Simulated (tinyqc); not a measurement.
# Trap-assisted generation and recombination current of an abrupt junction, step by step

A worked calculation. Computed by tinyqc, a small Python program that keeps every step. Command: `OMP_NUM_THREADS=1 python tinyqc.py 3008806 3008807 out.jsonl junctionleak walk`. One thread of a shared host (Intel(R) Xeon(R) Processor @ 2.30GHz), about 0.01 s of CPU time with the checks. Intermediate numbers are printed to about 7 digits and carried at full precision; extremes and crossings named in words are read from the listed rows.

Depletion approximation, flat quasi-Fermi levels across the depleted layer, long neutral regions with minority lifetimes tau_n and tau_p, full ionisation and Boltzmann statistics. Voltages in exponents stand for e V.

Inputs (values chosen for the exercise, for a model semiconductor):

| quantity | value | unit |
|---|---|---|
| gap E_g | 1.67 | eV |
| electron mass m_e | 0.0792 | m_0 |
| valleys M_c | 1 | - |
| hole mass m_h | 0.452 | m_0 |
| dielectric constant eps | 9.39 | - |
| acceptor density N_A | 3.8e+15 | cm^-3 |
| donor density N_D | 6.5e+17 | cm^-3 |
| capture time tau_n | 4.2e-08 | s |
| capture time tau_p | 1.8e-07 | s |
| trap level E_t - E_i | 0 | eV |
| electron diffusion coefficient D_n | 5.2 | cm^2/s |
| hole diffusion coefficient D_p | 1.9 | cm^2/s |
| forward bias V | 0.46 | V |
| reverse bias V_r | 4.2 | V |
| temperature T | 450 | K |
| tunnelling mass m_t | 0.13 | m_0 |

Field enhancement: Hurkx tunnelling factor.

Constants: k_B = 8.617333262e-05 eV/K; m_0 = 9.1093837015e-31 kg; k_B = 1.380649e-23 J/K; h = 6.62607015e-34 J s; e = 1.602176634e-19 C; eps_0 = 8.8541878128e-12 F/m; hbar = 1.054571817e-34 J s.

## Built-in voltage and diffusion current

N_c = 2 M_c (2 pi m_e k_B T/h^2)^(3/2) and N_v = 2 (2 pi m_h k_B T/h^2)^(3/2), masses in units of m_0. n_i = sqrt(N_c N_v) exp(-E_g/2 k_B T); V_bi = (k_B T/e) ln(N_A N_D/n_i^2); diffusion saturation current J_d0 = e n_i^2 [sqrt(D_n/tau_n)/N_A + sqrt(D_p/tau_p)/N_D].

k_B T = 0.03877800 eV

n_i = 1.688567e+09 cm^-3

V_bi = 1.333778 V

J_d0 = 1.339926e-12 A/cm^2

Caution: one side is doped near or above its effective density of states, so Boltzmann statistics understate V_bi.

## Depleted layer under reverse bias

W = sqrt(2 eps eps_0 (V_bi - V)(1/N_A + 1/N_D)/e), x_p = W N_D/(N_A + N_D), x_n = W - x_p, peak field F_m = 2 (V_bi - V)/W; reverse bias means V = -V_r.

W = 1232.968 nm

x_p = 1225.802 nm

x_n = 7.166226 nm

peak field F_m = 89763.53 V/cm

## Field enhancement at the peak field

Both capture times are divided by 1 + Gamma, Gamma = 2 sqrt(3 pi) (F/F_G) exp((F/F_G)^2), F_G = sqrt(24 m_t (k_B T)^3)/(e hbar) (the low-field Hurkx form), F being the local field, linear in x from 0 at the edges to F_m.

F_G = 488628.7 V/cm

Gamma at F_m = 1.166656

## Generation across the layer

Potential from the p edge: phi = (V_bi - V) x^2/(x_p W) on the p side and (V_bi - V)[1 - (W - x)^2/(x_n W)] on the n side; p = N_A exp(-phi/k_B T), n = n_i^2 exp(V/k_B T)/p; U = (n p - n_i^2)/[tau_p (n + n_i exp(dE/k_B T)) + tau_n (p + n_i exp(-dE/k_B T))], dE = E_t - E_i, n1 = n_i exp(dE/k_B T), p1 = n_i exp(-dE/k_B T); J_t = e int U dx by the trapezoid rule on 400 intervals on each side.

Profile under reverse bias:

| x (nm) | F (V/cm) | n (cm^-3) | p (cm^-3) | generation -U (cm^-3 s^-1) |
|---|---|---|---|---|
| 61.290 | 4488.18 | 9.803057e-45 | 2.665294e+15 | 2.690727e+10 |
| 183.870 | 13464.53 | 1.673667e-43 | 1.561125e+14 | 5.084614e+11 |
| 367.741 | 26929.06 | 2.413832e-39 | 1.082430e+10 | 4.604086e+15 |
| 612.901 | 44881.77 | 1.742478e-29 | 1.499475e+00 | 1.193215e+16 |
| 858.061 | 62834.47 | 1.068705e-14 | 2.444830e-15 | 1.371180e+16 |
| 1103.222 | 80787.18 | 5.569019e+05 | 4.691676e-35 | 1.553735e+16 |
| 1225.802 | 89763.53 | 2.835962e+17 | 9.213111e-47 | 1.210190e+08 |
| 1227.934 | 63058.88 | 4.316642e+17 | 6.052861e-47 | 6.626133e+07 |
| 1230.800 | 27153.47 | 6.024925e+17 | 4.336657e-47 | 3.528971e+07 |
| 1232.592 | 4712.59 | 6.485157e+17 | 4.028897e-47 | 2.587203e+07 |

## Reverse current

Generation lifetime tau_g = tau_p exp(dE/k_B T) + tau_n exp(-dE/k_B T); textbook estimate e n_i W/tau_g; generation current J_g = -J_t; total = J_g + J_d0 (1 - exp(-V_r/k_B T)).

generation current = 1.606283e-07 A/cm^2

tau_g = 2.22e-07 s

estimate e n_i W/tau_g = 1.502545e-07 A/cm^2

total reverse current = 1.606296e-07 A/cm^2

The integral is 1.07 times the estimate, through the field enhancement. Generation carries 100.0 % of the reverse current.

## Forward current and ideality

Total J = J_t + J_d0 (exp(V/k_B T) - 1); ideality n = (e/k_B T) dV/d ln J, central difference of 1 mV.

recombination current in the layer = 4.303776e-06 A/cm^2

total forward current = 4.493819e-06 A/cm^2

ideality factor = 1.825321

## Which current rules in forward bias

J_d = J_d0 (exp(V/k_B T) - 1). Ideality n = (e/k_B T) dV/d ln J, central difference of 1 mV. The rows stop just below the bias where n = 0.1 p or tau_p n = 0.1 tau_n p at the p edge, or the like at the n edge.

Forward characteristic:

| V (V) | J_t (A/cm^2) | J_d (A/cm^2) | ideality of J_t | ideality of the sum |
|---|---|---|---|---|
| 0.20 | 1.226022e-07 | 2.314597e-10 | 1.813905 | 1.811091 |
| 0.31 | 5.611993e-07 | 3.969918e-09 | 1.893916 | 1.882089 |
| 0.42 | 2.498573e-06 | 6.774314e-08 | 1.899137 | 1.855104 |
| 0.53 | 1.119638e-05 | 1.155631e-06 | 1.880662 | 1.737501 |
| 0.65 | 5.895313e-05 | 2.551294e-05 | 1.841798 | 1.468427 |
| 0.76 | 2.811905e-04 | 4.352175e-04 | 1.786907 | 1.208967 |
| 0.87 | 1.414574e-03 | 7.424241e-03 | 1.729104 | 1.072368 |
| 0.98 | 7.179068e-03 | 1.266479e-01 | 1.831539 | 1.024963 |

Diffusion overtakes recombination between 0.65 and 0.76 V, and the ideality of the sum goes from 1.81 to 1.02, with a maximum of 1.88 at 0.31 V. The ideality of J_t alone lies between 1.73 and 1.90; it stays below 2 because the zone where n and p are alike widens as the field falls, and at the lowest bias the terms in n1 and p1 lower it too.

## Leakage against temperature

The gap, capture times and diffusion coefficients are held fixed. J_g = -J_t at V = -V_r. The last column is -k_B d ln(J_g + J_d0)/d(1/T) from this row and the one above.

Reverse current:

| T (K) | generation (A/cm^2) | diffusion (A/cm^2) | activation energy (eV) |
|---|---|---|---|
| 360 | 6.106214e-10 | 1.447294e-17 | - |
| 400 | 9.796543e-09 | 4.322413e-15 | 0.8609672 |
| 450 | 1.606283e-07 | 1.339926e-12 | 0.8677186 |
| 500 | 1.536291e-06 | 1.363550e-10 | 0.8756515 |
| 560 | 1.386741e-05 | 1.218557e-08 | 0.8850988 |
| 630 | 1.092635e-04 | 8.113904e-07 | 0.8993511 |
| 720 | 8.938932e-04 | 5.664117e-05 | 0.9363209 |

The activation energy goes from 0.861 to 0.936 eV. Generation alone gives about E_g/2 + dE if tau_p exp(dE/k_B T) exceeds tau_n exp(-dE/k_B T), else E_g/2 - dE, here 0.835 eV, plus 1.5 k_B T, less where tunnelling helps, and diffusion E_g = 1.67 eV plus 3 k_B T; generation rules in every row.

Checks made by the program: the integral with twice the points (relative difference below 1e-10); the forward integral with twice the points (relative difference 1e-09).
